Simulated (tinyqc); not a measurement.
Worked calculation: polar nitride quantum well with polarisation fields. Values are carried at full precision from step to step, so a last printed digit may differ when a step is redone from the rounded ones.

Growth along [0001]. e_par = (a_sub - a)/a, Ppz = 2 e_par (e31 - e33 C13/C33), P = Psp + Ppz in each layer; strain relaxation and the strain shift of the gaps are left out, although thick layers with more than about 1 % mismatch would relax.

Constants: hbar^2/2m0 = 3.80998211 eV angstrom^2; hc = 1239.841984 eV nm.

Parameters, chosen for this exercise (near those of a GaN well in AlGaN; the results hold for these values, not for the real material):
- a_w = 3.189 angstrom (lattice constant a, well)
- a_b = 3.171 angstrom (lattice constant a, barrier)
- a_sub = 3.171 angstrom (in-plane lattice constant of the stack)
- Psp_w = -0.0329 C/m^2 (spontaneous polarisation)
- Psp_b = -0.0431 C/m^2 (spontaneous polarisation)
- e31_w = -0.325 C/m^2
- e31_b = -0.376 C/m^2
- e33_w = 0.692 C/m^2
- e33_b = 0.856 C/m^2
- C_w = 0.266 (C13/C33)
- C_b = 0.269 (C13/C33)
- Lw = 29 angstrom (well width)
- Lb = 45 angstrom (barrier width)
- eps_w = 10.2 (dielectric constant)
- eps_b = 10.1 (dielectric constant)
- Eg = 3.44 eV (gap of the well)
- Vc = 0.341 eV (conduction offset)
- Vv = 0.161 eV (valence offset)
- me = 0.2 m0 (electron, well)
- meb = 0.228 m0 (electron, barrier)
- mh = 1.45 m0 (hole, everywhere)

## Strain and polarisation

Give strain and polarisation of well and barrier; the bound sheet charge is |P_w - P_b|/e with e = 1.602176634e-19 C.

Layers:
```
layer,e_par,Ppz (C/m^2),P (C/m^2)
well,-0.00564,0.00575,-0.02715
barrier,0.00000,0.00000,-0.04310
```

sheet charge = 0.995 x 1e13/cm^2

Of P_w - P_b = +0.0159 C/m^2 the piezoelectric part gives +0.0057 and the spontaneous part +0.0102.

## Built-in fields

In a periodic stack without free charge the potential drop over a period vanishes: F_w = (P_b - P_w) Lb/(eps0 (eps_w Lb + eps_b Lw)), F_b = -F_w Lw/Lb, eps0 = 8.8541878e-12 F/m; 1 MV/cm = 1e8 V/m = 0.01 V/angstrom.

Give both fields and the drop |F_w| Lw across the well.

F_w = -1.078 MV/cm
F_b = 0.695 MV/cm
drop = 0.313 eV

## Levels with and without the field

Envelope functions on cells of 0.25 angstrom over barrier, well, barrier (widths Lb, Lw, Lb), psi = 0 beyond, psi'/m continuous (mean mass between points), c = hbar^2/2m0. With u(z) the integral of e F (F_w in the well, F_b = -F_w Lw/Lb in the barriers, 1 MV/cm = 0.01 V/angstrom), zero at the centre of the well, the electron sees u plus Vc in the barriers and the hole -u plus Vv. The transition is Eg + E_e + E_h; excitons are left out.

Ground states of electron and hole, their centres, the squared overlap, the transition and its wavelength hc/E.

Results:
```
case,E_e (eV),E_h (eV),<z>_e,<z>_h,overlap^2,E (eV),nm
no field,0.0906,0.0187,0.0,0.0,0.962,3.5493,349.3
built-in field,0.0639,-0.0450,5.6,-9.6,0.277,3.4588,358.5
```

The field shifts the line by -90 meV, pulls the carriers 15.2 angstrom apart and, with the rate proportional to overlap^2, lengthens the radiative lifetime by a factor 3.47.

## Estimate from two triangular wells

For a strong field: E = Eg - |e F_w| Lw + a0 (c (e F_w)^2)^(1/3) (me^(-1/3) + mh^(-1/3)), a0 = 2.338107, hard walls, c = hbar^2/2m0, 1 MV/cm = 0.01 V/angstrom.

electron term = 0.3047 eV
hole term = 0.1574 eV
E = 3.5896 eV

Both terms lie below the drop across the well, but the estimate also takes the near wall as infinitely high. Against the grid result 3.4588 eV the estimate errs by +131 meV: +85 from the electron and +46 from the hole, since hard walls stand in for offsets of 0.341 and 0.161 eV into which the carriers leak.

## Checks

- Electron level without field against the matching condition of the square well, eV: both 0.091.

Computed by tinyqc, a small Python program: `OMP_NUM_THREADS=1 python tinyqc.py 1251461 1251462 out.jsonl` (the numbers bound the seed that draws the inputs); one thread of a shared host (Intel(R) Xeon(R) Processor @ 2.30GHz), about 0.05 s for the whole set of steps.
